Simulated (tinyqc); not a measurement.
Width and zero-phonon weight against temperature: configuration-coordinate model of a defect: Huang-Rhys factor and luminescence line shape. Computed by tinyqc, a small Python program. Command: `OMP_NUM_THREADS=1 python tinyqc.py 3026833 3026834 out.jsonl ccline walk`. One thread of a shared host (Intel(R) Xeon(R) Processor @ 2.30GHz), about 0.01 s of CPU time with the checks.

Ground state E_g(Q) = (1/2) omega_g^2 Q^2; excited state E_e(Q) = E_0 + (1/2) omega_e^2 (Q - dQ)^2 with omega_e = omega_g and E_0 = E_ZPL. Q is mass-weighted; the dipole does not depend on Q (Condon approximation).

Inputs (values chosen for the exercise, for a model defect in a wide-gap host): zero-phonon energy E_ZPL = 2.82 eV; displacement dQ = 0.514 u^(1/2) angstrom; ground-state phonon hbar omega_g = 52.8 meV.

Modes: equal frequencies in both states.

Constants: hbar^2/u = 4.18015928e-03 eV angstrom^2; k_B = 8.617333262e-05 eV/K.

Method:
- S = hbar omega dQ^2/(2 hbar^2/u) for each state; relaxation energy S hbar omega; absorption at E_0 + S_e hbar omega_e, emission at E_0 - S_g hbar omega_g; the Stokes shift is their difference.
- Overlaps <m_e|n_g> of harmonic-oscillator functions (Hermite recursion, positive leading coefficients) by a sum over an even grid (700 points from x = -9 to 9 + d for the small table, 1500 points from -16 to 16 + d for the thermal sums), with x = Q sqrt(omega_g/hbar), d = sqrt(2 S_g) and frequency ratio omega_e/omega_g.
- Initial levels m = 0..24 carry Boltzmann weights exp(-m hbar omega_e/k_B T), normalised; final levels n = 0..79; a line lies at E_ZPL + m hbar omega_e - n hbar omega_g with weight w_m <m|n>^2. Moments are taken over these weights without the E^3 factor; FWHM = 2 sqrt(2 ln 2) x standard deviation; the zero-phonon weight is the sum of w_m <m|m>^2.
- For comparison: FWHM(0) sqrt(coth(hbar omega_e/2 k_B T)) with FWHM(0) from the first row, and exp(-S_g coth(hbar omega_e/2 k_B T)).

S_g = 1.66854

Against temperature:
```
T (K)  mean energy (eV)  FWHM (eV)  coth law (eV)  zero-phonon weight  exp(-S coth)
31               2.7319    0.16061        0.16061             0.18852       0.18852
92               2.7319    0.16081        0.16081             0.18839       0.18772
180              2.7319    0.16604        0.16604             0.18515       0.16809
310              2.7319    0.18464        0.18464             0.17540       0.11022
490              2.7319    0.21563        0.21563             0.16284       0.04940
740              2.7319    0.25656        0.25656             0.14895       0.01415
1000             2.7319    0.29464        0.29464             0.13723       0.00364
```

What follows from these numbers?

The width grows by a factor 1.83, flat while k_B T is well below hbar omega and as sqrt(T) above; for equal frequencies the coth law is exact. The mean energy stays fixed, as it must for equal frequencies. The zero-phonon weight goes from 0.189 to 0.137; the single exponential assumes equal frequencies, leaves out lines that absorb and emit the same number of phonons, and falls to 0.00364.
